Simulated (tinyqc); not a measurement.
# Surface potential of a MOS transistor: implicit equation and explicit approximations: what changes with what

p-type body, charge-sheet picture, depletion and inversion only, full ionisation (an idealisation for deep acceptors), Boltzmann statistics (rough once Na exp(x - xn) passes about Nc/7). In units of Vt: xg = (Vg - Vfb)/Vt, x = psi/Vt, G = gamma/sqrt(Vt), xn = (2 phiF + Vc)/Vt. The implicit equation is (xg - x)^2 = G^2 [x - 1 + exp(x - xn)] for x above about 3. Cox = eps0 eox/tox.

Values chosen for this exercise; band and dielectric values close to those of silicon: temperature T = 400 K; band gap Eg = 1.11 eV; relative permittivity eps_r = 11.7; conduction-band density of states at T Nc = 4.3e19 cm^-3; valence-band density of states at T Nv = 4.05e19 cm^-3; relative permittivity of the gate insulator (close to silicon dioxide) eox = 3.9; insulator thickness tox = 9.8 nm; acceptor density Na = 2.7e16 cm^-3; flat-band voltage Vfb = -0.93 V; channel-body voltage Vc = 0.2 V; gate-body voltage Vg = 0.73 V.

Constants: q = 1.602176634e-19 C, kB = 1.380649e-23 J/K, Vt = kB T/q, eps0 = 8.8541878128e-14 F/cm where lengths are in cm. Results are converted to the units shown.

Each table varies one quantity; the others keep the values above.

## Accuracy of the approximations against gate voltage

ni = sqrt(Nc Nv) exp(-Eg/(2 Vt)), Eg in volts; phiF = Vt ln(Na/ni); gamma = sqrt(2 q eps0 eps_r Na)/Cox; VT = Vfb + Vt (xn + G sqrt(xn - 1)). Depletion value a = 1 + [sqrt(G^2/4 + xg - 1) - G/2]^2; inversion value b = xn + ln[(xg - xn)^2/G^2 - xn + 1] and first guess y = min(a, b) - ln(1 + exp(-|a - b|)) if a > xn + 1, else b = y = a; one second-order correction with D = exp(y - xn), p = 2 (xg - y) + G^2 (1 + D), w = (xg - y)^2 - G^2 (y - 1 + D): z = y + 2 w/(p + sqrt(p^2 - 2 (2 - G^2 D) w)), or the Newton step z = y + w/p where the root is not real. N_inv = (Cox Vt G/q) [sqrt(x - 1 + exp(x - xn)) - sqrt(x - 1)] at the root. Lambert form (Cox m Vt/q) W0[(G/(2 m sqrt(xn - 1))) exp((Vg - VT)/(m Vt))], m = 1 + G/(2 sqrt(xn - 1)). Errors under 1e-4 mV, and the linear form below VT, are printed as 0.

Results:
```
Vg (V)	psi (V)	x - xn	error of y (mV)	error of z (mV)	N_inv (cm^-2)	Cox (Vg - VT)/q (cm^-2)	Lambert form (cm^-2)
-0.29	0.4639	-9.859	3.06e-4	0	8.121e5	0	5.020e5
-0.09	0.6322	-4.977	0.0352	0	9.084e7	0	7.683e7
0.11	0.8002	-0.1044	4.09	-1.11e-3	1.038e10	1.256e9	1.045e10
0.51	0.9501	4.247	23.9	-4.70	5.119e11	8.810e11	5.446e11
0.71	0.9764	5.008	18.9	-1.64	8.859e11	1.321e12	9.370e11
0.91	0.9953	5.556	15.8	-0.837	1.279e12	1.761e12	1.345e12
1.11	1.010	5.986	13.7	-0.505	1.681e12	2.201e12	1.762e12
1.31	1.022	6.341	12.1	-0.336	2.091e12	2.640e12	2.183e12
```

Estimate the missing row, Vg = 0.31 V.

Computed row:
```
Vg (V)	psi (V)	x - xn	error of y (mV)	error of z (mV)	N_inv (cm^-2)	Cox (Vg - VT)/q (cm^-2)	Lambert form (cm^-2)
0.31	0.9062	2.970	25.2	-4.07	1.825e11	4.411e11	1.947e11
```

With this row back in the table: psi rises from 0.464 to 1.02 V and ends 6.3 Vt above 2 phiF + Vc. Among the rows the first guess is off by at most 25 mV (at Vg = 0.31 V) and the corrected value by at most 4.7 mV. In the last row the linear form is 26 % above N_inv and the Lambert form 4.4 % above it; in the first row the Lambert form is 38 % below it. For Vg = 0.91, 1.11, 1.31 the electron quasi-Fermi level lies less than 2 Vt below the band edge at the surface, or above it, where degeneracy and confinement, left out, matter.

## Effect of the insulator thickness at fixed gate voltage

Same model as above.

Results:
```
tox (nm)	psi (V)	x - xn	error of y (mV)	error of z (mV)	N_inv (cm^-2)	Cox (Vg - VT)/q (cm^-2)	Lambert form (cm^-2)
3.3	1.0506	7.1600	23.9	-5.82	3.3846e12	5.0739e12	3.7087e12
4.5	1.0308	6.5870	22.0	-3.47	2.4236e12	3.5826e12	2.6248e12
6.1	1.0110	6.0126	20.4	-2.35	1.7091e12	2.5070e12	1.8318e12
11	0.97011	4.8257	18.2	-1.42	7.8017e11	1.1594e12	8.2220e11
16	0.93991	3.9495	18.2	-1.37	4.0773e11	6.3511e11	4.2601e11
21	0.91249	3.1541	19.4	-1.64	2.1350e11	3.6049e11	2.2187e11
29	0.86123	1.6670	13.2	-0.274	5.6364e10	1.1808e11	5.8118e10
```

Estimate the missing row, tox = 8.4 nm.

Computed row:
```
tox (nm)	psi (V)	x - xn	error of y (mV)	error of z (mV)	N_inv (cm^-2)	Cox (Vg - VT)/q (cm^-2)	Lambert form (cm^-2)
8.4	0.98942	5.3858	19.0	-1.71	1.1432e12	1.6786e12	1.2135e12
```

With this row back in the table: As tox goes from 3.3 to 29, psi falls from 1.05 to 0.861 V, x - xn falls from 7.16 to 1.67 and N_inv falls from 3.38e12 to 5.64e10 cm^-2. The Lambert form lies between 1.03 and 1.10 times N_inv. For tox = 3.3, 4.5, 6.1 the electron quasi-Fermi level lies less than 2 Vt below the band edge at the surface, or above it, where degeneracy and confinement, left out, matter.

Numbers from tinyqc (`OMP_NUM_THREADS=1 python tinyqc.py 2122027 2122028 out.jsonl`; about 0.01 s on one thread of a shared Intel Xeon 2.30GHz).
